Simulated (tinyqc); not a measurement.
A log to judge: nudged elastic band on a two-dimensional model surface. Computed by tinyqc. Command: `OMP_NUM_THREADS=1 python tinyqc.py 3023706 3023707 out.jsonl neb walk`. One thread of a shared host (Intel(R) Xeon(R) Processor @ 2.30GHz), about 0.2 s of CPU time with the checks.

V(x, y) = h u^2 + t x + (kappa/2)(y + c u)^2 with u = x^2/w^2 - 1; the path runs from the minimum near (-w, 0) to that near (w, 0).

Inputs (values chosen for the exercise, for a model surface):
```
quantity                     value           unit
height h                      0.61             eV
half width w                   1.4       angstrom
transverse stiffness kappa     2.1  eV/angstrom^2
curvature c                    0.5       angstrom
tilt t                       0.077    eV/angstrom
movable images n                 7              -
spring constant k_s           0.69  eV/angstrom^2
step factor eta             0.0035  angstrom^2/eV
iteration cap                  100              -
```

Surface: curved double well. Climbing image: on.

Method:
- Newton steps x(new) = x - H^-1 grad V (moves limited to 0.3 angstrom) from (-w, 0), (w, 0) and (0, c) give the two minima and the saddle.
- Tangent at image i: towards the higher neighbour if the energies rise or fall through i; at a maximum or minimum, tau = t+ dmax + t- dmin if V(i+1) > V(i-1), else t+ dmin + t- dmax, with t+ = R(i+1) - R(i), t- = R(i) - R(i-1) and dmax, dmin the larger and smaller of |V(i+1) - V(i)| and |V(i-1) - V(i)|; then normalise. Force F = -grad V + (grad V.tau) tau + k_s (|t+| - |t-|) tau.
- With a climbing image, the highest image feels instead F = -grad V + 2 (grad V.tau) tau and no spring.
- Update R(new) = R + eta F; the end points stay fixed.
- Start on the straight line; stop when the largest force is below 1e-4 or above 1e6 eV/angstrom.

Course of the band:
```
iteration  highest image (eV)  largest force (eV/angstrom)
1                    0.977711                      1.05675
2                    0.973910                      1.04900
3                    0.970165                      1.04130
4                    0.966477                      1.03366
5                    0.962843                      1.02608
6                    0.959263                      1.01855
7                    0.955736                      1.01108
8                    0.952262                      1.00366
9                    0.948839                      0.99630
...                       ...                          ...
92                   0.787307                      0.54147
93                   0.786331                      0.53751
94                   0.785369                      0.53359
95                   0.784421                      0.52969
96                   0.783487                      0.52582
97                   0.782567                      0.52198
98                   0.781661                      0.51817
99                   0.780768                      0.51439
100                  0.779888                      0.51063
```

Band at the end:
```
image  x (angstrom)  y (angstrom)    E (eV)
0          -1.42996     -0.021627  0.000000
1          -1.09763      0.120051  0.120544
2          -0.74552      0.199972  0.390949
3          -0.38506      0.242634  0.651122
4           0.00194      0.259413  0.779888
5           0.32493      0.249615  0.732464
6           0.67818      0.214828  0.548072
7           1.03061      0.146123  0.323545
8           1.36798      0.022607  0.215547
```

Can the last value be used, and what does the course show?

No. Not converged within 100 iterations: the residual falls at every step, but slowly, by a factor of about 0.993 a step. Reruns converge with step factor eta = 0.088, iteration cap = 600. Reruns still fail with step factor eta = 0.00058, iteration cap = 600; and with iteration cap = 600.
